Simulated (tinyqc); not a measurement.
What moves the exposure: standing waves and exposure in a photoresist film.

Normal incidence from air. Unexposed resist: N1 = n1 + i k1 with k1 = (A + B) lam/(4 pi), lam in micrometres. r01 = (1 - N1)/(1 + N1), t01 = 2/(1 + N1). Below the resist lie the layer Na = na + i ka and the substrate Ns = ns + i ks: r12 = (r1a + ras x)/(1 + r1a ras x), x = exp(4 pi i Na da/lam), r1a = (N1 - Na)/(N1 + Na), ras = (Na - Ns)/(Na + Ns). With p = exp(2 pi i N1 d/lam), the field at depth z is E(z) = t01 [exp(2 pi i N1 z/lam) + r12 p^2 exp(-2 pi i N1 z/lam)]/(1 + r01 r12 p^2), the relative intensity I(z) = n1 |E(z)|^2 and the reflectance R = |(r01 + r12 p^2)/(1 + r01 r12 p^2)|^2.

Parameters, chosen for this exercise (a resist on Cu, indices near tabulated ones; not measured data):

| symbol | value | unit | meaning |
|---|---|---|---|
| lam | 193 | nm | vacuum wavelength |
| n1 | 1.683 |  | resist index |
| A | 0.01 | 1/micrometre | bleachable absorption (Dill A) |
| B | 0.51 | 1/micrometre | fixed absorption (Dill B) |
| d | 173 | nm | resist thickness |
| ns | 0.976 |  | substrate n |
| ks | 1.364 |  | substrate k |
| na | 1.822 |  | n of the bottom antireflection layer |
| ka | 0.388 |  | its k |
| da | 42 | nm | its thickness |

The mean of I is over 800 depths. Each row changes one parameter from the base and keeps the others.

Results:

| case | \|r12\|^2 | R | mean I | I at the bottom |
|---|---|---|---|---|
| base | 0.0555 | 0.1728 | 0.8716 | 0.5572 |
| d = 183 nm | 0.0555 | 0.0765 | 0.9661 | 0.6187 |
| n1 = 1.7 | 0.0539 | 0.1598 | 0.8807 | 0.5720 |
| B = 0.71 1/micrometre | 0.0552 | 0.1680 | 0.8576 | 0.5396 |
| ks = 1.228 | 0.0542 | 0.1666 | 0.8762 | 0.5808 |
| da = 52 nm | 0.0464 | 0.1148 | 0.9194 | 0.8004 |
| ka = 0.504 | 0.0496 | 0.1551 | 0.8814 | 0.6171 |

The largest shifts from the base row, up to three for each result and ties (the steps differ in size, so this ranks the rows, not the parameters). |r12|^2: da -0.0091, ka -0.0060, n1 -0.0016; unchanged at the printed digits by d. R: d -0.0963, da -0.0579, ka -0.0177. mean I: d +0.0946, da +0.0478, B -0.0139. I at the bottom: da +0.2433, d +0.0616, ka +0.0599.

Run: tinyqc, `OMP_NUM_THREADS=1 python tinyqc.py 1650575 1650576 out.jsonl`; Intel(R) Xeon(R) Processor @ 2.30GHz, one thread, shared host; about 0.01 s of CPU time with all checks.
